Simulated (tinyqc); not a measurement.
# Power transistor in saturation, electro-thermal loop: effect of the ambient temperature

One temperature T for the device, T = T0 + Rth P(T), with P(T) = V I0 (T/300 K)^(-al) [1 + kv (T - 300 K)/Vov]^2. The loop gain is Rth dP/dT; a solution is thermally stable when it is below one.

P'(T) = P [-al/T + 2 kv/(Vov + kv (T - 300 K))], G = Rth P'. T is the lowest solution.

Inputs (values chosen for the exercise):

| symbol | value | unit | meaning |
|---|---|---|---|
| V | 5 | V | drain voltage |
| I0 | 0.057 | A | saturation current at 300 K |
| al | 1.5 |  | exponent of the mobility |
| Vov | 1.8 | V | overdrive at 300 K |
| kv | 3.7 | mV/K | fall of the threshold with temperature |
| Rth | 480 | K/W | thermal resistance |

Result of one run:
```
T (K)   P (W)         G
370.6  0.2722  -0.05973
```

Which ambient temperature T0 gave this result: 240, 276, 288 or 324 K?

T0 = 240 K.

The whole series:
```
T0 (K)  T (K)   P (W)         G
240     370.6  0.2722  -0.05973
252     382.0  0.2709  -0.05312
264     393.4  0.2697  -0.04709
276     404.9  0.2686  -0.04160
288     416.5  0.2677  -0.03658
300     428.1  0.2668  -0.03198
312     439.7  0.2661  -0.02777
324     451.4  0.2655  -0.02390
336     463.2  0.2649  -0.02035
348     474.9  0.2645  -0.01708
```

As T0 goes from 240 to 348 K, T rises from 370.6 to 474.9 K, the power falls from 0.272 to 0.264 W and the loop gain rises from -0.0597 to -0.0171.

Numbers from tinyqc (`OMP_NUM_THREADS=1 python tinyqc.py 2520112 2520113 out.jsonl`; about 0.01 s on one thread of a shared Intel Xeon 2.30GHz).
